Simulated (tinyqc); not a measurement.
Geometry relaxation of a small cluster: one step, computed by the program tinyqc. Command: `OMP_NUM_THREADS=1 python tinyqc.py 3004304 3004305 out.jsonl relax walk`. One thread of a shared host (Intel(R) Xeon(R) Processor @ 2.30GHz), about 0.01 s of CPU time with the checks.

E = sum_(i<j) phi(r_ij), phi(r) = eps [exp(-2 alpha (r - r0)) - 2 exp(-alpha (r - r0))]; the force on i is -sum_j phi'(r_ij) (R_i - R_j)/r_ij.

Question. Energy and forces at the start. Evaluate E and the forces at the starting positions.

Inputs (values chosen for the exercise, for model atoms): length r0 = 2.8 angstrom; well depth eps = 0.59 eV; stiffness alpha = 1.78 1/angstrom.

Potential: Morse. Method: conjugate gradient.

starting positions (angstrom):
```
           x     y      z
atom 1  0.03  0.07      0
atom 2  2.76  0.05   0.17
atom 3  1.13  2.42   0.07
atom 4  1.53  0.81   2.23
atom 5  1.35  0.93  -2.33
```

Give: distances; energy at the start; forces.

Answer.

distances (angstrom): 1-2 2.7354, 1-3 2.5957, 1-4 2.7876, 1-5 2.8126, 2-3 2.8782, 2-4 2.5168, 2-5 3.0021, 3-4 2.7235, 3-5 2.8335, 4-5 4.5651

energy at the start = -4.9051 eV

forces (eV/angstrom):
```
              x        y        z
atom 1  -0.8530  -1.1969  -0.1299
atom 2   1.0585  -0.3653  -2.2252
atom 3   0.6536   1.1520  -0.3312
atom 4  -1.0402   0.4961   2.0960
atom 5   0.1811  -0.0859   0.5903
```
